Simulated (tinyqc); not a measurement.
Trap density from the barrier height.

Question. In a partly depleted grain with all boundary traps filled, 2 N W = Qt and VB = q N W^2/(2 eps0 eps_r). Find Qt, W and the doping at which VB would equal Vt.

Parameters, values chosen for the exercise: temperature T = 300 K; relative permittivity eps_r = 11.7.

Constants: q = 1.602176634e-19 C, kB = 1.380649e-23 J/K, Vt = kB T/q, eps0 = 8.8541878128e-14 F/cm where lengths are in cm. Results are converted to the units shown.

doping = 8.9e17 cm^-3
barrier height = 0.055607808 V

Solution. Eliminating W gives VB = q Qt^2/(8 eps0 eps_r N), which falls as 1/N.

Qt = 1.60e12 cm^-2
W = 8.99 nm
doping for VB = Vt = 1.91e18 cm^-3

Numbers from tinyqc (`OMP_NUM_THREADS=1 python tinyqc.py 2830298 2830299 out.jsonl`; about 0.01 s on one thread of a shared Intel Xeon 2.30GHz).
